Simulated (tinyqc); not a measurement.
Strained alloy layer of InAs and GaAs on (001) InP, model-solid band line-up: one step of the calculation.

The layer is x parts of the first compound and 1 - x of the second, grown coherently on the third as substrate and barrier. Rows of the table: lattice constant a, average valence level Ea on an absolute scale, spin-orbit splitting so, gaps at Gamma, X and L, hydrostatic deformation potentials av and ac (Gamma), shear potential b, elastic constants, electron and heavy-hole (along z) masses. All are interpolated linearly in x; gaps get -C x (1 - x), taken wholly in the conduction band; real line-ups can differ from this model by 0.1 eV or more.

Task. Relaxed alloy and strain. In-plane strain e = (a_substrate - a)/a, e_z = -2 (c12/c11) e, volume change 2 e + e_z.

Inputs (values chosen for the exercise):

| symbol | value | unit | meaning |
|---|---|---|---|
| x | 0.74 |  | fraction of the first compound in the layer |
| CG | 0.477 | eV | bowing of the Gamma gap |
| CX | 1.4 | eV | bowing of the X gap |
| CL | 0.33 | eV | bowing of the L gap |

Binary compounds, values chosen for the exercise:
```
              close to InAs  close to GaAs  close to InP
a (angstrom)          6.058          5.653         5.869
Ea (eV)               -6.67          -6.92         -7.04
so (eV)               0.382          0.343          0.11
EG (eV)               0.351           1.43          1.35
EX (eV)                1.36            1.9           2.2
EL (eV)                1.06           1.73          1.91
av (eV)                   1           1.15          1.25
ac (eV)               -5.14          -7.08         -5.09
b (eV)                -1.77          -1.72         -1.69
c11 (GPa)              82.3            118          99.7
c12 (GPa)              45.7           54.1          56.7
me (m0)              0.0227         0.0675         0.079
mh (m0)               0.326          0.345         0.532
```

Give: a; Gamma gap; X gap; L gap; e; e_z; volume change.

Result.

a = 5.9527 angstrom
Gamma gap = 0.53977 eV
X gap = 1.2310 eV
L gap = 1.1707 eV
e = -1.4061 %
e_z = 1.4704 %
volume change = -1.3418 %

The relaxed alloy has its lowest gap at Gamma (direct). The layer is under compressive in-plane strain.

Numbers from tinyqc (`OMP_NUM_THREADS=1 python tinyqc.py 2690024 2690025 out.jsonl`; about 0.01 s on one thread of a shared Intel Xeon 2.30GHz).
